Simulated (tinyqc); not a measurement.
## True capacitance, leakage and series resistance from two frequencies

Problem. A capacitance C in parallel with G and in series with Rs is measured as Cp and D = Gp/(w Cp) at two frequencies. The series reading Cs = Cp (1 + D^2) equals C + G^2/(w^2 C), and Re Z = D/(w Cp (1 + D^2)) = Rs + G/(G^2 + w^2 C^2). Find C, G and Rs.

f (Hz): [1e6, 3e6]
Cp (pF): [23.9169555, 23.7969724]
D: [4.54251529, 1.58873079]

Answer. w^2 Cs = w^2 C + G^2/C is a straight line in w^2 with slope C; the intercept gives G, and the real part then gives Rs.

C = 29.7 pF
G = 756 uS
Rs = 150 ohm

Numbers from tinyqc (`OMP_NUM_THREADS=1 python tinyqc.py 2022037 2022038 out.jsonl`; about 0.01 s on one thread of a shared Intel Xeon 2.30GHz).
